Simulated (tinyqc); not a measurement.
Cooling rate: nucleation and growth of vacancy voids in a cooling silicon-like crystal. Computed by tinyqc, a small Python program. Command: `OMP_NUM_THREADS=1 python tinyqc.py 3021001 3021002 out.jsonl voids walk`. One thread of a shared host (Intel(R) Xeon(R) Processor @ 2.30GHz), about 0.9 s of CPU time with the checks.

Spherical voids; vacancies are lost only to voids.

Inputs (values chosen for the exercise, close to those used for silicon): vacancy density at the melting point C_m = 4.9e+14 1/cm^3; formation energy E_f = 4.17 eV; melting point T_m = 1685 K; diffusion prefactor D0 = 0.00042 cm^2/s; migration energy E_m = 0.48 eV; site density rho = 5e+22 1/cm^3; void surface energy gamma = 0.854 J/m^2; cooling rate q = 4 K/min; vacancy excess C0 = 6.6e+13 1/cm^3; temperature step = 0.125 K.

Vacancy supply: given.

Constants: k_B = 8.617333262e-05 eV/K; k_B = 1.380649e-23 J/K.

Method:
- C = C0 as given.
- C_e = C_m exp[-(E_f/k_B)(1/T - 1/T_m)]; D = D0 exp(-E_m/(k_B T)); f = k_B T ln(C/C_e); r* = 2 gamma/(rho f); W* = 16 pi gamma^3/(3 rho^2 f^2); Z = f/sqrt(12 pi W* k_B T); I = rho Z (4 pi r* D C) exp(-W*/(k_B T)).
- March down from 1500 K in steps dT, dt = dT/q, with values at the upper end of each step: a class of I dt voids is born with r*; then all classes grow by r^2 += 2 D (C - C_e) dt/rho; C falls by the vacancies added to voids. Stop at 1150 K. T_n is the T of the largest I, N the final count (classes under 1e-6 /cm^3 are dropped), and the mean radius the number average.

initial excess C = 6.60e+13 1/cm^3

At fixed C:
```
q (K/min)   T_n (K)  N (1/cm^3)  mean radius (nm)
0.4        1416.750  1.0092e+06            67.406
1.0        1412.750  3.8970e+06            42.939
2.0        1409.625  1.0825e+07            30.531
4.0        1406.125  3.0050e+07            21.711
8.0        1402.500  8.3345e+07            15.443
16.0       1398.750  2.3082e+08            10.989
40.0       1393.250  8.8375e+08             7.018
```

What does the comparison show, and why?

Over the rows N goes as q^1.47 and the radius as q^-0.49, near the 3/2 and -1/2 of the scaling argument (depletion time 1/(4 pi N r D) equal to the time in the nucleation range, at fixed N r^3). T_n drops only 24 K for a factor 100 in q. Fast cooling gives many small voids, which an anneal can dissolve.

Extremes, crossings and ranges named in words are read from the listed rows.
